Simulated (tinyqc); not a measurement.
## Frequency dispersion of an accumulation capacitance by border traps, distributed model: effect of the density of border traps

Traps spread evenly through the insulator exchange electrons with the semiconductor by tunnelling, with tau(x) = t0 exp(2 ka x) at depth x from the interface. The admittance per area Y seen at depth x obeys dY/dx = -Y^2/(i w eps0 eox) + q Nb ln(1 + i w tau)/tau, with Y(0) = i w Cs and w = 2 pi f; the gate sees Y(tox) = G + i w C. Working variable y = Y/(i w), in uF/cm^2. Cox = eps0 eox/tox.

Cox; trap-free value 1/(1/Cox + 1/Cs); response depth d = ln(1/(w t0))/(2 ka), where w tau = 1; lumped estimate: all traps within d act as C_bt = q Nb d placed at d/2, so C = 1/{1/[1/(1/Cs + d/(2 eps0 eox)) + C_bt] + (tox - d/2)/(eps0 eox)}. C and G from a fine integration; dispersion -d C/d log10 f over C, from f times and over 1.1. For a broad spread of time constants G/w is close to -(pi/2) dC/d ln w.

Parameters, values chosen for the exercise; permittivity close to that of aluminium oxide:
```
symbol  value     unit                                               meaning
eox      8.31                         relative permittivity of the insulator
tox        11       nm                                   insulator thickness
Cs        4.5  uF/cm^2             semiconductor capacitance in accumulation
ka        3.7     1/nm  decay constant of the wave function in the insulator
t0       5e-9        s              time constant of a trap at the interface
f         100       Hz                                             frequency
```

Constants: q = 1.602176634e-19 C, eps0 = 8.8541878128e-14 F/cm where lengths are in cm. Results are converted to the units shown.

The same in every row: d (nm) = 1.712; trap-free C (uF/cm^2) = 0.5823.

Results:
```
Nb (cm^-3 eV^-1)  C (uF/cm^2)  G/w (uF/cm^2)  dispersion (% a decade)  -(pi/2) dC/d ln w (uF/cm^2)  lumped C (uF/cm^2)
1e18                   0.5836       2.568e-4                  0.06435                     2.562e-4              0.5834
2e18                   0.5849       5.078e-4                   0.1270                     5.067e-4              0.5844
6e18                   0.5897       0.001458                   0.3617                     0.001455              0.5885
1e19                   0.5943       0.002328                   0.5734                     0.002325              0.5923
3e19                   0.6143       0.005745                    1.370                     0.005742              0.6085
7e19                   0.6432       0.009721                    2.215                     0.009721              0.6314
4e20                   0.7232        0.01547                    3.130                      0.01544              0.6894
```

Estimate the missing row, Nb = 2e20 cm^-3 eV^-1.

Computed row:
```
Nb (cm^-3 eV^-1)  C (uF/cm^2)  G/w (uF/cm^2)  dispersion (% a decade)  -(pi/2) dC/d ln w (uF/cm^2)  lumped C (uF/cm^2)
2e20                   0.6920        0.01400                    2.962                      0.01398              0.6679
```

With this row back in the table: As Nb goes from 1e18 to 4e20, C rises from 0.584 to 0.723 uF/cm^2, the dispersion rises from 0.0643 to 3.13 % a decade and G/w rises from 2.57e-4 to 0.0155 uF/cm^2. The lumped estimate is 0.036 % below C in the first row and 4.7 % below it in the last. The dispersion goes as Nb^(0.98) between the first two rows and Nb^(0.08) between the last two: dense traps near the interface screen those behind them.

Numbers from tinyqc (`OMP_NUM_THREADS=1 python tinyqc.py 2202094 2202095 out.jsonl`; about 0.6 s on one thread of a shared Intel Xeon 2.30GHz).
